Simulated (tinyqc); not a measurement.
# Worked calculation: thin film between two gates, subbands and threshold shift from confinement

tinyqc, about 0.02 s, one thread, Intel Xeon 2.30GHz (shared host): `OMP_NUM_THREADS=1 python tinyqc.py 2350095 2350096 out.jsonl` Printed values are rounded.

Undoped body with a flat potential across it, hard walls, transport along x. One isotropic valley (g = 1, mx = my = mz = me). Non-parabolicity enters the subband edges through E (1 + al E) = gamma, so E = 2 gamma/(1 + sqrt(1 + 4 al gamma)); motion within a subband is taken as parabolic with the band-edge mass. Energies are counted from the bulk band edge.

Inputs (values chosen for the exercise); masses close to those of In0.53Ga0.47As: temperature T = 400 K; mass at the band edge me = 0.0404 m0; non-parabolicity al = 1.2 1/eV; film thickness (along z) t = 12.4 nm; widening of the box by penetration into the insulator dl = 0 nm.

Constants: q = 1.602176634e-19 C, kB = 1.380649e-23 J/K, hbar = 1.054571817e-34 J s, m0 = 9.1093837015e-31 kg, Vt = kB T/q, hbar^2/(2 m0) = 0.0380998212 eV nm^2. Results are converted to the units shown.

Range of the model: Non-parabolicity also makes carriers heavier within each subband, which is left out, so densities of states are understated at high energy.

## Lowest subbands

gamma = C (pi k/(t + dl))^2/mz, C = hbar^2/(2 m0). List the 5 lowest, labelled by quantum numbers, with degeneracy g and N_k: N_k = g sqrt(mx my) m0 kB T/(pi hbar^2).

```
subband   E_k (eV)  g  N_k (cm^-2)
1        0.0566788  1   5.81717e11
2         0.196024  1   5.81717e11
3         0.375555  1   5.81717e11
4         0.573651  1   5.81717e11
5         0.781136  1   5.81717e11
```

## Threshold shift

Each subband has N_k = g sqrt(mx my) m0 kB T/(pi hbar^2); without degeneracy n = exp(EF/Vt) sum N_k exp(-E_k/Vt). Classical value Nc times t, Nc = sum over valleys of 2 g (m m0 kB T/(2 pi hbar^2))^1.5 with m = (mx my mz)^(1/3). Threshold shift dVT = Vt ln(classical value/sum N_k exp(-E_k/Vt)). Use the subbands listed.

shares, subband 1 to 5 (%): 98.2658  1.7247  0.0094  0.0000  0.0000
sum N_k exp(-E_k/Vt) = 1.14337e11 cm^-2
Nc = 3.13727e17 cm^-3
classical value = 3.89022e11 cm^-2
dVT = 42.2071 mV

With all subbands dVT = 42.21 mV. The lowest edge lies at 56.7 meV; dVT is smaller than that, since sum N_k exp(-(E_k - E_1)/Vt) exceeds the classical value.
